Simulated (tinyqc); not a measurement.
Carrier lifetime from Shockley-Read-Hall, radiative, Auger and surface recombination: one step, computed by the program tinyqc. Command: `OMP_NUM_THREADS=1 python tinyqc.py 3029610 3029611 out.jsonl lifetime walk`. One thread of a shared host (Intel(R) Xeon(R) Processor @ 2.30GHz), about 0.02 s of CPU time with the checks.

Energies are counted from the top of the valence band. Boltzmann statistics, full ionisation, and equal excess densities of electrons and holes.

Task: Lifetimes at the given injection. With n = n_0 + dn, p = p_0 + dn and U/dn = 1/tau: (n p - n_i^2)/dn = n_0 + p_0 + dn = s; 1/tau_SRH = s/[tau_p0 (n + n1) + tau_n0 (p + p1)]; 1/tau_rad = B s; 1/tau_Aug = (C_n n + C_p p) s; the rates add. Radiative efficiency = tau_eff/tau_rad; effective diffusion length = sqrt(D tau_eff).

Inputs (values chosen for the exercise, with bands modelled on CdS):

| quantity | value | unit |
|---|---|---|
| temperature T | 350 | K |
| radiative coefficient B | 3.7e-11 | cm^3/s |
| Auger coefficient C_n | 2.3e-30 | cm^6/s |
| Auger coefficient C_p | 2.6e-31 | cm^6/s |
| excess density dn | 1.5e+14 | cm^-3 |
| diffusion coefficient D | 2.4 | cm^2/s |

Doping: n-type. Surface term: none.

n_0 = 6.40e+16 cm^-3

p_0 = 5.093132e-16 cm^-3

tau_p0 = 1.781408e-05 s

n1 = 287.3393 cm^-3

tau_n0 = 1.322695e-04 s

p1 = 0.1134410 cm^-3

Give: tau_SRH at dn; tau_rad at dn; tau_Aug at dn; effective lifetime at dn; radiative efficiency at dn; effective diffusion length at dn.

Result:

tau_SRH at dn = 1.8123e-05 s

tau_rad at dn = 4.2131e-07 s

tau_Aug at dn = 1.0562e-04 s

effective lifetime at dn = 4.1014e-07 s

radiative efficiency at dn = 0.97349

effective diffusion length at dn = 9.9214 micrometre
